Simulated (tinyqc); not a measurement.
Pariser-Parr-Pople SCF with singles CI, for the molecule c1ccc2ccccc2c1 (SMILES; centres numbered as the heavy atoms are written), step by step. One step of it, computed by the program tinyqc.

Question. Iteration 2: orbitals and new P. Diagonalise F (the basis is taken as orthonormal) and form P = 2 sum c c over the lowest orbitals.

F (eV), order 1C, 2C, 3C, 4C, 5C, 6C, 7C, 8C, 9C, 10C:
```
[[-5.595000, -3.980059, 0.000000, 0.433257, 0.000000, -0.166470, 0.000000, 0.230897, 0.000000, -4.350452],
 [-3.980059, -5.595000, -4.350452, 0.000000, 0.230897, 0.000000, -0.166470, 0.000000, 0.433257, 0.000000],
 [0.000000, -4.350452, -5.595000, -3.850880, 0.000000, 0.230897, 0.000000, -0.127054, 0.000000, 0.633308],
 [0.433257, 0.000000, -3.850880, -5.595000, -3.850880, 0.000000, 0.433257, 0.000000, -3.807549, 0.000000],
 [0.000000, 0.230897, 0.000000, -3.850880, -5.595000, -4.350452, 0.000000, 0.633308, 0.000000, -0.127054],
 [-0.166470, 0.000000, 0.230897, 0.000000, -4.350452, -5.595000, -3.980059, 0.000000, 0.433257, 0.000000],
 [0.000000, -0.166470, 0.000000, 0.433257, 0.000000, -3.980059, -5.595000, -4.350452, 0.000000, 0.230897],
 [0.230897, 0.000000, -0.127054, 0.000000, 0.633308, 0.000000, -4.350452, -5.595000, -3.850880, 0.000000],
 [0.000000, 0.433257, 0.000000, -3.807549, 0.000000, 0.433257, 0.000000, -3.850880, -5.595000, -3.850880],
 [-4.350452, 0.000000, 0.633308, 0.000000, -0.127054, 0.000000, 0.230897, 0.000000, -3.850880, -5.595000]]
```

pi electrons, sum of z_r less the charge = 10

Give: orbital energies; P after iteration 2.

Answer.

orbital energies (eV): [-14.107, -12.242, -11.272, -10.208, -9.189, -2.001, -0.982, 0.082, 1.052, 2.917]

P after iteration 2, order 1C, 2C, 3C, 4C, 5C, 6C, 7C, 8C, 9C, 10C:
```
[[1.000, 0.591, 0.000, -0.248, 0.000, 0.144, 0.000, -0.157, 0.000, 0.738],
 [0.591, 1.000, 0.738, 0.000, -0.157, 0.000, 0.144, 0.000, -0.248, 0.000],
 [0.000, 0.738, 1.000, 0.543, 0.000, -0.157, 0.000, 0.088, 0.000, -0.359],
 [-0.248, 0.000, 0.543, 1.000, 0.543, 0.000, -0.248, 0.000, 0.537, 0.000],
 [0.000, -0.157, 0.000, 0.543, 1.000, 0.738, 0.000, -0.359, 0.000, 0.088],
 [0.144, 0.000, -0.157, 0.000, 0.738, 1.000, 0.591, 0.000, -0.248, 0.000],
 [0.000, 0.144, 0.000, -0.248, 0.000, 0.591, 1.000, 0.738, 0.000, -0.157],
 [-0.157, 0.000, 0.088, 0.000, -0.359, 0.000, 0.738, 1.000, 0.543, 0.000],
 [0.000, -0.248, 0.000, 0.537, 0.000, -0.248, 0.000, 0.543, 1.000, 0.543],
 [0.738, 0.000, -0.359, 0.000, 0.088, 0.000, -0.157, 0.000, 0.543, 1.000]]
```
